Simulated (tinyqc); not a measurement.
Drift velocity with scattering: Wannier-Stark ladder of a miniband.

Constants: hbar = 6.58211957e-16 eV s.

Values chosen for the exercise (out of a larger set: near those of a GaAs/AlGaAs superlattice; not measured data):
- W = 19 meV (miniband width)
- d = 97 angstrom (period)
- G = 8 meV (hbar/tau)

Esaki-Tsu: v = v0 y/(1 + y^2), y = e F d/G, v0 = W d/(2 hbar), at zero temperature; 1 angstrom/s = 1e-8 cm/s, 1 kV/cm = 0.01 meV/angstrom. The last column is dv/dF in cm^2/(V s).

Results:
```
y    F (kV/cm)  v (1e6 cm/s)  dv/dF
0.1       0.82          1.39   1647
0.3       2.47          3.85   1300
0.6       4.95          6.18    587
1.0       8.25          7.00      0
1.5      12.37          6.46   -201
2.5      20.62          4.83   -170
4.0      32.99          3.29    -88
```

v0 = 14.00 x 1e6 cm/s
field at y = 1 = 8.25 kV/cm

What does the comparison show?

The velocity peaks at v0/2 = 7.00 x 1e6 cm/s at 8.25 kV/cm and then falls: negative differential velocity, steepest at y = sqrt3 with -v0/(8 Fc) = -212 cm^2/(V s). The low-field mobility is v0/Fc = 1698 cm^2/(V s). At the peak the swing is W/G = 2.4 periods, too few for the semiclassical picture to be safe.

(tinyqc, `OMP_NUM_THREADS=1 python tinyqc.py 1281881 1281882 out.jsonl`, Intel(R) Xeon(R) Processor @ 2.30GHz, 1 thread, shared host, about 0.01 s.)
